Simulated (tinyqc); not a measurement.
Capacitance measurement on a leaky thin oxide: effects of series resistance and leakage: two steps of the calculation.

The device is a capacitance C in parallel with a leakage conductance G, in series with Rs and Ls. An impedance meter reports either a parallel pair (Cp, Gp) from Y = 1/Z = Gp + i w Cp or a series pair (Cs, Rm) from Z = Rm + 1/(i w Cs); w = 2 pi f, dissipation D = Gp/(w |Cp|).

Values chosen for this exercise; values of the order met in thin-oxide MOS capacitors:
```
symbol,value,unit,meaning
eox,3.9,,relative permittivity of the gate insulator (close to silicon dioxide)
tox,2.9,nm,insulator thickness
A,400,um^2,gate area
zc,0.36,nm,oxide-equivalent thickness added by the accumulation layer
zp,0.21,nm,oxide-equivalent thickness added by gate depletion
Jg,0.0091,A/cm^2,"gate leakage current density, not matched to the thickness"
Vs,0.37,V,voltage for an e-fold rise of the leakage
Rs,120,ohm,series resistance
Ls,0,nH,series inductance
f,50000,Hz,measuring frequency
```

Constants: eps0 = 8.8541878128e-14 F/cm where lengths are in cm. Results are converted to the units shown.

Task 1. True capacitance and conductance. EOT = 3.9 tox/eox; CET = EOT + zc + zp; C = 3.9 eps0 A/CET; G = Jg A/Vs.

Give: EOT; CET; C; G.

Result 1.

EOT = 2.900 nm
CET = 3.470 nm
C = 3.981 pF
G = 0.09838 uS

Task 2. What the meter reports. Z = Rs + i w Ls + 1/(G + i w C).

C = 3.9805571 pF
G = 0.098378378 uS

Wanted: Z; Cp; Gp; Cs; D.

Result 2.

Z = (0.6264-7.9474i) x 1e5 ohm
Cp = 3.9805 pF
Gp = 0.098565 uS
Cs = 4.0052 pF
D = 0.078820

Cp is within 0.01 % of C and Cs is 0.62 % above it; G Rs = 1.18e-5, w C Rs = 1.50e-4 and G/(w C) = 0.0787.

Computed by the program tinyqc: `OMP_NUM_THREADS=1 python tinyqc.py 2022067 2022068 out.jsonl`, one thread of a shared Intel Xeon 2.30GHz, about 0.01 s for the whole run.
